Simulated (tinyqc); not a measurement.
# Worked calculation: MESFET, gradual channel with velocity saturation

Computed by the program tinyqc: `OMP_NUM_THREADS=1 python tinyqc.py 2500107 2500108 out.jsonl`, one thread of a shared Intel Xeon 2.30GHz, about 0.07 s for the whole run. Printed values are rounded.

A uniformly doped n-type channel, depleted from the top by a Schottky gate; at channel potential V the depleted share of a is u = sqrt((Vbi - Vg + V)/Vp), s at the source. Electrons drift with v = mu E/(1 + mu E/vsat). Abrupt depletion edge, no series resistance, source at 0.

Parameters, values chosen for the exercise; material values close to those of gallium arsenide:

| symbol | value | unit | meaning |
|---|---|---|---|
| T | 300 | K | temperature |
| eps_r | 13 |  | relative permittivity of the semiconductor |
| Nc | 4.39e17 | cm^-3 | conduction-band density of states at T |
| Nd | 2.4e17 | cm^-3 | donor density of the channel |
| a | 140 | nm | channel thickness |
| mu | 3500 | cm^2/(V s) | low-field mobility at this doping |
| vsat | 8.2e6 | cm/s | saturation velocity |
| L | 1 | um | gate length |
| W | 200 | um | gate width |
| phiB | 0.62 | V | Schottky barrier |
| Vg | -1.2 | V | gate voltage |
| Vd | 0.32 | V | drain voltage |

Constants: q = 1.602176634e-19 C, kB = 1.380649e-23 J/K, Vt = kB T/q, eps0 = 8.8541878128e-14 F/cm where lengths are in cm. Results are converted to the units shown.

Range of the model: The donor density is not small against Nc, so the Boltzmann form of the built-in voltage is rough.

## Built-in and pinch-off voltages

Vbi = phiB - Vt ln(Nc/Nd); Vp = q Nd a^2/(2 eps0 eps_r); G0 = q mu Nd a W/L; Z = mu Vp/(vsat L); s = sqrt((Vbi - Vg)/Vp). VT = Vbi - Vp.

Vbi = 0.6043890 V
Vp = 3.273826 V
VT = -2.669437 V
G0 = 376.8319 mS
Z = 13.97365
s = 0.7423988

Z = 14.0: velocity saturation dominates.

## Current below saturation

u = sqrt((Vbi - Vg + Vd)/Vp). I = (G0 Vp/3) F/(1 + Z (u^2 - s^2)), F = 3 (u^2 - s^2) - 2 (u^3 - s^3), with u at V = Vd; Z = 0 gives constant mobility, for which u stops at 1.

u = 0.8055439
F = 0.06615359
I for Z = 0 = 27.20417 mA
I = 11.49867 mA

The falling mobility lowers the current by 57.7 %.

## Iteration 1: the saturation point by Newton steps

u at the start = 0.742

a is the channel (half-)thickness, Vp its pinch-off voltage and Z = mu Vp/(vsat L); an iterate with u > 1 is an overshoot, not a physical state. f = (1 - u)(1 + Z (u^2 - s^2)) - Z F/3, F = 3 (u^2 - s^2) - 2 (u^3 - s^3); f' = -(1 + Z (u^2 - s^2)); u(new) = u - f/f'.

f = 0.2579984
f' = -0.9917276
u after iteration 1 = 1.002150

## Iteration 2: the saturation point by Newton steps

As before.

f = -0.7837275
f' = -7.332152
u after iteration 2 = 0.8952613

The value that enters this step is an overshoot, farther from the solution than the start was, so its intermediate quantities are not physical.

## Course of the iteration: the saturation point by Newton steps

Stop when u changes by less than 1e-10, or after 60 iterations.

Course of the iteration:
```
iteration          u  |change|
1           1.002150     0.260
2          0.8952613     0.107
3          0.8609563    0.0343
4          0.8569811   3.98e-3
5          0.8569278   5.33e-5
6          0.8569278   9.56e-9
7          0.8569278   < 1e-13
```

Converged in 7 iterations. At the end the number of correct digits about doubles with each step.

## Saturation voltage, current and transconductance

um = 0.8569278

Vdsat = Vp (um^2 - s^2); Isat = (G0 Vp/Z)(1 - um), which is q Nd vsat a W (1 - um); gm = G0 (um - s)/(1 + Z (um^2 - s^2)). For Z = 0: Vdsat = Vp (1 - s^2), Isat = (G0 Vp/3)(1 - 3 s^2 + 2 s^3), gm = G0 (1 - s).

Vdsat = 0.5996643 V
Isat = 12.63132 mA
gm = 12.12464 mS
Vdsat for Z = 0 = 1.469437 V
Isat for Z = 0 = 67.80611 mA
gm for Z = 0 = 97.07235 mS

The current saturates with 14.3 % of the channel still open at the drain, at 0.186 of the constant-mobility current.
